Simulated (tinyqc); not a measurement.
# Changing the offset spacer

Model: two-dimensional dopant profile at a mask edge: lateral junction, overlap and effective channel length. Computed by tinyqc, a small Python program. Command: `OMP_NUM_THREADS=1 python tinyqc.py 3026582 3026583 out.jsonl lateral sweep`. One thread of a shared host (Intel(R) Xeon(R) Processor @ 2.30GHz), about 0.01 s of CPU time with the checks.

Ions enter for y < 0; the mask (spacer, then gate) covers y > 0. x is the depth. The surface reflects dopant during the anneal.

Inputs (values chosen for the exercise, modelled on a source-drain extension in silicon):
```
quantity,value,unit
dose Q,2.2e+15,1/cm^2
projected range R_p,54,nm
vertical straggle,18,nm
lateral straggle,26,nm
anneal budget D t,5.8e-13,cm^2
channel doping C_B,2.5e+18,1/cm^3
gate length L_g,580,nm
oxide thickness,4.4,nm
```

Constants: eps_0 = 8.8541878128e-12 F/m.

Method:
- Widths s_x^2 = (vertical straggle)^2 + 2 D t, s_y^2 = (lateral straggle)^2 + 2 D t. C(x, y) = V(x) (1/2) erfc(y/(sqrt2 s_y)), V(x) = Q/(sqrt(2 pi) s_x) [exp(-(x - R_p)^2/(2 s_x^2)) + exp(-(x + R_p)^2/(2 s_x^2))]; 1 nm = 1e-7 cm.
- The vertical junction far from the mask solves V(x) = C_B.
- The lateral junction at depth x solves C = C_B: y_j(x) = sqrt2 s_y erfc^-1(2 C_B/V(x)). Overlap under the gate = y_j(0) - spacer; metallurgical channel L_met = L_g - 2 overlap (tails from the two sides are not added).
- Abruptness at y_j(0) in nm per decade = ln(10) s_y sqrt(pi/2) exp(u^2) erfc(u), u = y_j/(sqrt2 s_y). Overlap capacitance per width = 3.9 eps_0 overlap/t_ox (zero if there is no overlap).

One run for each value:
```
offset spacer (nm),overlap (nm),metallurgical channel L_met (nm),overlap capacitance (fF/um)
0,3.915e+01,501.7,0.3072
19,2.015e+01,539.7,0.1581
39,1.467e-01,579.7,0.0012
58,-1.885e+01,617.7,0.0000
77,-3.785e+01,655.7,0.0000
96,-5.685e+01,693.7,0.0000
120,-8.085e+01,741.7,0.0000
140,-1.009e+02,781.7,0.0000
```

What does the table show, and why?

Over the rows, overlap (nm) falls from 39.1 to -101; metallurgical channel L_met (nm) rises from 502 to 782; overlap capacitance (fF/um) falls from 0.307 to 0, flat over part of the range. The spacer shifts the whole profile, trading overlap capacitance against channel length (and, outside this model, series resistance); a negative overlap is an underlap.

Caution (all rows): the peak exceeds usual solubilities, so part of the dose is inactive and diffusion is concentration dependent. Caution (all rows): the profile peaks below the surface, where the junction reaches further under the gate than y_j(0); the overlap given is the one at the surface.

Extremes, crossings and ranges named in words are read from the listed rows.
